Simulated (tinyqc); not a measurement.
Growth with time: grain growth, pinning, strength and diffusional creep of a polycrystal or thin film. Computed by tinyqc, a small Python program. Command: `OMP_NUM_THREADS=1 python tinyqc.py 3026508 3026509 out.jsonl grain walk`. One thread of a shared host (Intel(R) Xeon(R) Processor @ 2.30GHz), about 0.01 s of CPU time with the checks.

One mean grain size d describes the structure.

Inputs (values chosen for the exercise, modelled on polycrystalline silicon):

| quantity | value | unit |
|---|---|---|
| boundary energy gamma | 0.61 | J/m^2 |
| mobility prefactor M0 | 3.4e-05 | m^4/(J s) |
| activation energy of boundary motion Q_m | 3.03 | eV |
| anneal temperature T | 1129 | K |
| initial grain size d0 | 86 | nm |
| particle volume fraction f | 0.0029 | - |
| particle radius r | 18 | nm |

Sample: bulk.

Constants: k_B = 8.617333262e-05 eV/K.

Method. M = M0 exp(-Q_m/(k_B T)). The driving pressure is 2 gamma/d. Zener pinning pressure 3 f gamma/(2 r) stops growth at d_Z = 4 r/(3 f). The limit is d_lim = d_Z. dd/dt = 2 M gamma (1/d - 1/d_lim) integrates to 2 M gamma t = d_lim (d0 - d) + d_lim^2 ln[(d_lim - d0)/(d_lim - d)]; without pinning d^2 = d0^2 + 4 M gamma t.

limit d_lim = 8275.86 nm

mobility M = 1.01337e-18 m^4/(J s)

At T:

| t (s) | free growth (nm) | pinned growth (nm) | d/d_lim |
|---|---|---|---|
| 8.30e+04 | 461 | 452.6 | 0.05469 |
| 2.80e+05 | 836 | 808.6 | 0.09770 |
| 8.30e+05 | 1435 | 1353.4 | 0.16354 |
| 2.80e+06 | 2633 | 2361.2 | 0.28531 |
| 8.30e+06 | 4531 | 3744.7 | 0.45248 |
| 2.80e+07 | 8321 | 5798.4 | 0.70065 |
| 8.30e+07 | 14326 | 7531.3 | 0.91003 |
| 2.80e+08 | 26312 | 8256.4 | 0.99765 |

What does the comparison show, and why?

The apparent exponent d ln d/d ln t of the pinned growth is at most about 0.48, below the ideal 1/2, and falls to 0.076 in the last rows: pinning hides it late.
